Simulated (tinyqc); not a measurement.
Tail length against growth temperature: equilibrium and kinetic segregation of a solute to boundaries and growing surfaces. Computed by tinyqc, a small Python program. Command: `OMP_NUM_THREADS=1 python tinyqc.py 3003118 3003119 out.jsonl segreg walk`. One thread of a shared host (Intel(R) Xeon(R) Processor @ 2.30GHz), about 0.01 s of CPU time with the checks.

Inputs (values chosen for the exercise, modelled on arsenic in polycrystalline silicon): exchange barrier E_b = 1.66 eV; surface segregation energy E_s = 0.2 eV; growth rate = 0.17 monolayers/s.

Constants: k_B = 8.617333262e-05 eV/K.

Method. Two-state exchange during growth, dilute: jump up r_u = nu exp(-E_b/(k_B T_g)), jump back r_d = r_u exp(-E_s/(k_B T_g)), nu = 1e13 1/s. In the time 1/R of one monolayer the share carried up is p = [r_u/(r_u + r_d)] [1 - exp(-(r_u + r_d)/R)]; the tail decays as p^n, length -1/ln p monolayers; the equilibrium limit has p = r_u/(r_u + r_d).

Exchange model:

| T_g (K) | r_u/R | p | length (monolayers) | equilibrium limit |
|---|---|---|---|---|
| 523 | 5.9335e-03 | 0.00592 | 0.195 | 85.077 |
| 559 | 6.3604e-02 | 0.06159 | 0.359 | 64.052 |
| 589 | 3.6793e-01 | 0.30680 | 0.846 | 51.938 |
| 620 | 1.8878e+00 | 0.83543 | 5.562 | 42.739 |
| 644 | 6.0092e+00 | 0.97147 | 34.552 | 37.239 |
| 668 | 1.7602e+01 | 0.96995 | 32.776 | 32.776 |
| 705 | 7.9954e+01 | 0.96416 | 27.395 | 27.395 |
| 759 | 5.5861e+02 | 0.95512 | 21.778 | 21.778 |
| 851 | 8.6841e+03 | 0.93862 | 15.786 | 15.786 |

What does the comparison show, and why?

The length peaks among these rows at 644 K with 34.6 monolayers. Below, exchange freezes (r_u/R = 0.0059 in the first row); above, the length follows the equilibrium limit, about exp(E_s/(k_B T)), down to 15.8.

Extremes, crossings and ranges named in words are read from the listed rows.
